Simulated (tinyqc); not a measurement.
Reflectance across the plasma edge: free-carrier optics of a doped semiconductor (Drude model with one polar phonon).

eps(E) = ei [1 - Ep^2/(E^2 + i E Gam)] + (es - ei) wT^2/(wT^2 - E^2 - i E gT), with Ep^2 = 8 pi c (e^2/(4 pi eps0)) N/(m ei), c = hbar^2/2m0, N in 1/angstrom^3 (1e-24 per 1/cm^3); Gam = hbar/tau, tau = mu m m0/e with m0/e = 5.685630e-12 kg/C and mu in m^2/(V s). Energies in meV.

n + i k = sqrt(eps1 + i eps2) with k >= 0; R = ((n - 1)^2 + k^2)/((n + 1)^2 + k^2) at normal incidence from vacuum; alpha = 2 E k/(hbar c), times 1e8 for 1/cm; loss function Im(-1/eps) = eps2/(eps1^2 + eps2^2).

Constants: hbar^2/2m0 = 3.80998211 eV angstrom^2; e^2/(4 pi eps0) = 14.39964547 eV angstrom; hbar = 6.58211957e-16 eV s; hbar c = 1973.269805 eV angstrom.

Inputs chosen for the exercise (mass and dielectric values near those of SiC; N and mu are free inputs; interband absorption and the rise of the mass with filling are left out; shifted at random, so the results belong to these values and not to a real crystal):
- N = 9.8e+17 1/cm^3 (carrier density)
- m = 0.431 m0 (conductivity mass)
- mu = 190 cm^2/(V s) (mobility)
- ei = 6.67 (high-frequency dielectric constant)
- wT = 98.5 meV (TO phonon)
- es = 10.13 (static dielectric constant)
- gT = 0.3 meV (phonon damping)

Spectrum:

| E (meV) | eps1 | eps2 | R | alpha (1/cm) |
|---|---|---|---|---|
| 2.2 | -5.18 | 98.42 | 0.759 | 1.61e+03 |
| 6.5 | -2.80 | 28.17 | 0.608 | 2.60e+03 |
| 10.8 | 0.27 | 12.97 | 0.462 | 2.76e+03 |
| 15.2 | 2.94 | 6.77 | 0.297 | 2.30e+03 |
| 18.4 | 4.43 | 4.48 | 0.223 | 1.80e+03 |
| 21.7 | 5.63 | 3.05 | 0.203 | 1.37e+03 |
| 23.8 | 6.25 | 2.43 | 0.205 | 1.15e+03 |
| 27.1 | 7.06 | 1.75 | 0.214 | 900 |
| 32.5 | 8.06 | 1.09 | 0.232 | 631 |
| 43.4 | 9.46 | 0.50 | 0.260 | 356 |
| 65.0 | 12.09 | 0.18 | 0.306 | 167 |
| 108.4 | -9.98 | 0.29 | 0.983 | 3.47e+04 |

What does the comparison show, and why?

Ep = 21.7 meV and Gam = 14.1 meV. R is 0.759 at the lowest energy and lowest, 0.203, at 21.7 meV of those listed; without damping and phonon it would vanish at Ep sqrt(ei/(ei - 1)) = 23.5 meV. At the highest energy R is 0.983, against 0.195 for ei alone. Between the last two rows alpha goes as E^10.44, where the Drude limit far above Ep and Gam is E^-2; Gam and the phonon term both still act in these rows. The phonon adds its own band of high reflectance between wT = 98.5 meV and about wL = 121.4 meV, which the rows may miss.

tinyqc: `OMP_NUM_THREADS=1 python tinyqc.py 1650355 1650356 out.jsonl`; about 0.01 s, one thread, shared Intel(R) Xeon(R) Processor @ 2.30GHz.
